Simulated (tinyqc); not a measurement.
Level and width from two currents at zero temperature.

Inverse problem. In a resonant-tunnelling diode at zero temperature a sharp resonance at Er = E0 - alpha V between the emitter band edge and Ef carries J = K (pi/2) G Tp (Ef - Er), K = q^3 mw m0/(2 pi^2 hbar^3) (times 1e-4 for A/cm^2 per eV^2), with G its full width and Tp its peak transmission, G Tp taken as constant, and no back flow. Find G Tp and E0.

Values chosen for this exercise; masses and offsets close to those of InGaAs wells and InAlAs barriers:
- mw = 0.041 m0 (mass in the well, spacer and contacts)
- Ef = 0.075 eV (Fermi energy of both contacts above their band edges)
- alpha = 0.5 (share of the bias at the well)

Constants: q = 1.602176634e-19 C, hbar = 1.054571817e-34 J s, m0 = 9.1093837015e-31 kg. Results are converted to the units shown.

J at V = 0.047 and 0.16 V (kA/cm^2): [32.742857, 242.96688]

Solution. J is linear in V: the slope gives G Tp, and the onset V0, where the line meets zero, gives E0 = Ef + alpha V0.

G Tp = 3.57 meV
E0 = 0.0897 eV

Computed by the program tinyqc: `OMP_NUM_THREADS=1 python tinyqc.py 2600007 2600008 out.jsonl`, one thread of a shared Intel Xeon 2.30GHz, about 0.06 s for the whole run.
